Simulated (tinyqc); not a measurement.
# Worked calculation: electron mobility in a silicon inversion layer, empirical terms and Matthiessen rule

Program tinyqc, `OMP_NUM_THREADS=1 python tinyqc.py 2510001 2510002 out.jsonl`; Intel Xeon 2.30GHz, shared host, one thread, about 0.01 s. Printed values are rounded.

Inversion layer of sheet density Ns on a uniformly doped body. The mobility terms are empirical power laws with prefactors chosen for the exercise; adding their inverses (Matthiessen) is itself an approximation.

Inputs (values chosen for the exercise); material values close to those of silicon: temperature T = 300 K; band gap Eg = 1.14 eV; relative permittivity of the semiconductor eps_r = 11.5; conduction-band density of states at T Nc = 2.81e19 cm^-3; valence-band density of states at T Nv = 2.65e19 cm^-3; body doping Nb = 1.1e17 cm^-3; reverse body bias Vsb = 0.3 V; weight of the inversion charge in the effective field eta = 0.5; gate capacitance Cox = 0.86 uF/cm^2; phonon-limited mobility at 1 MV/cm and 300 K Ap = 443 cm^2/(V s); roughness-limited mobility at 1 MV/cm As = 1180 cm^2/(V s); exponent of the roughness term gs = 2; Coulomb prefactor Ac = 2000 cm^2/(V s); charge at the interface Nit = 1.2e12 cm^-2; inversion density Ns = 1.1e13 cm^-2; ratio W/L WL = 1; drain voltage Vd = 0.01 V; measured linear current I = 4.56 uA.

Constants: q = 1.602176634e-19 C, kB = 1.380649e-23 J/K, Vt = kB T/q, eps0 = 8.8541878128e-14 F/cm where lengths are in cm. Results are converted to the units shown.

## Depletion charge and effective field

ni = sqrt(Nc Nv) exp(-Eg/(2 Vt)), Eg in volts; Ndep = sqrt(2 eps0 eps_r Nb (2 Vt ln(Nb/ni) + Vsb)/q); E = q (Ndep + eta Ns)/(eps0 eps_r), in MV/cm.

ni = 7.25099e9 cm^-3
Ndep = 1.27074e12 cm^-2
E = 1.06537 MV/cm

The depletion charge gives 18.8 % of the field.

## Mobility terms and their sum

With t = T/(300 K): muC = Ac (Ns/1e12 cm^-2) t/(Nb/1e17 cm^-3 + Nit/1e11 cm^-2), muP = Ap E^(-1/3) t^(-1.75), muS = As E^(-gs); 1/mu is the sum of the inverses.

terms (cm^2/(V s)): Coulomb 1679.39, phonon 433.748, roughness 1039.64
mu = 258.879 cm^2/(V s)
shares of 1/mu (%): Coulomb 15.4150, phonon 59.6841, roughness 24.9008

The phonon term limits most.

## Iteration 1: inversion density for the measured current

Ns at the start = 1.6e13 cm^-2

I = (W/L) q Ns mu Vd. E = q (Ndep + eta Ns)/(eps0 eps_r) in MV/cm. With t = T/(300 K): muC = Ac (Ns/1e12 cm^-2) t/(Nb/1e17 cm^-3 + Nit/1e11 cm^-2), muP = Ap E^(-1/3) t^(-1.75), muS = As E^(-gs); 1/mu is the sum of the inverses. Ns(new) = I/((W/L) q mu Vd).

E = 1.45874 MV/cm
mu = 209.521 cm^2/(V s)
Ns after iteration 1 = 1.35840e13 cm^-2

## Iteration 2: inversion density for the measured current

As before.

E = 1.26866 MV/cm
mu = 233.108 cm^2/(V s)
Ns after iteration 2 = 1.22095e13 cm^-2

## Course of the iteration: inversion density for the measured current

Stop when Ns changes by less than 1e5 cm^-2, or after 120 iterations.

Course of the iteration:

| iteration | Ns (cm^-2) | \|change\| (cm^-2) |
|---|---|---|
| 1 | 1.35840e13 | 2.42e12 |
| 2 | 1.22095e13 | 1.37e12 |
| 3 | 1.15269e13 | 6.83e11 |
| 4 | 1.12178e13 | 3.09e11 |
| 5 | 1.10849e13 | 1.33e11 |
| 6 | 1.10292e13 | 5.57e10 |
| 7 | 1.10061e13 | 2.31e10 |
| 8 | 1.09966e13 | 9.53e9 |
| 9 | 1.09927e13 | 3.93e9 |
| ... | ... | ... |
| 13 | 1.09900e13 | 1.12e8 |
| 14 | 1.09899e13 | 4.62e7 |
| 15 | 1.09899e13 | 1.90e7 |
| 16 | 1.09899e13 | 7.82e6 |
| 17 | 1.09899e13 | 3.22e6 |
| 18 | 1.09899e13 | 1.32e6 |
| 19 | 1.09899e13 | 5.44e5 |
| 20 | 1.09899e13 | 2.24e5 |
| 21 | 1.09899e13 | 9.20e4 |

Converged in 21 iterations. At the end each change is about 0.41 times the one before: linear convergence.

## Split C-V extraction

| point | Vg (V) | Cgc (uF/cm^2) | I (uA) |
|---|---|---|---|
| 0 | 0 | 2.38963e-4 | 6.82737e-10 |
| 1 | 0.05 | 9.79642e-4 | 1.14839e-8 |
| 2 | 0.1 | 0.00400541 | 1.92627e-7 |
| 3 | 0.15 | 0.0162004 | 3.19486e-6 |
| 4 | 0.2 | 0.0628009 | 5.06802e-5 |
| 5 | 0.25 | 0.210075 | 6.85856e-4 |
| 6 | 0.3 | 0.490305 | 0.00609426 |
| 7 | 0.35 | 0.726495 | 0.0284853 |
| 8 | 0.4 | 0.823134 | 0.0773220 |
| 9 | 0.45 | 0.850714 | 0.151176 |
| 10 | 0.5 | 0.857718 | 0.245135 |
| 11 | 0.55 | 0.859443 | 0.354864 |
| 12 | 0.6 | 0.859864 | 0.476905 |

Q(Vg) is the trapezoid sum of Cgc from the first point (where Q is taken as 0); mu_eff = I/((W/L) Q Vd); mu_FE = (dI/dVg)/((W/L) Cox Vd) with a backward difference. Listed from point 4 on.

| point | Q (uC/cm^2) | mu_eff (cm^2/(V s)) | mu_FE (cm^2/(V s)) |
|---|---|---|---|
| 4 | 0.00263527 | 1.92315 | 0.110431 |
| 5 | 0.00945716 | 7.25224 | 1.47715 |
| 6 | 0.0269667 | 22.5992 | 12.5777 |
| 7 | 0.0573866 | 49.6376 | 52.0722 |
| 8 | 0.0961274 | 80.4371 | 113.574 |
| 9 | 0.137974 | 109.569 | 171.753 |
| 10 | 0.180684 | 135.670 | 218.511 |
| 11 | 0.223613 | 158.695 | 255.183 |
| 12 | 0.266596 | 178.887 | 283.817 |

At the last point mu_FE is 59 % above mu_eff.
